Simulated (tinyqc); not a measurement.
Nudged elastic band on a two-dimensional model surface: one step, computed by the program tinyqc.

V(x, y) = -A (cos kx + cos ky) - B cos kx cos ky + (C sin ky + S sin kx)(1 - cos kx), k = 2 pi/a; the atom hops from the minimum at (0, 0) to that at (a, 0).

Question. Stationary points. Newton steps x(new) = x - H^-1 grad V (moves limited to 0.3 angstrom) from (0, 0), (a, 0) and (a/2, 0) give the two minima and the saddle.

Inputs (values chosen for the exercise, for a model surface):
```
quantity      value      unit
amplitude A    0.24        eV
amplitude B  -0.042        eV
skew C        0.032        eV
asymmetry S   0.021        eV
period a        3.2  angstrom
```

Surface: adatom on a square lattice. Climbing image: on.

Give: positions; energies; barrier from the start.

Answer.

positions (angstrom):
```
             x        y
start   0.0000   0.0000
end     3.2000   0.0000
saddle  1.4938  -0.1128
```

energies (eV): start -0.43800, end -0.43800, saddle -0.04473

barrier from the start = 0.39327 eV
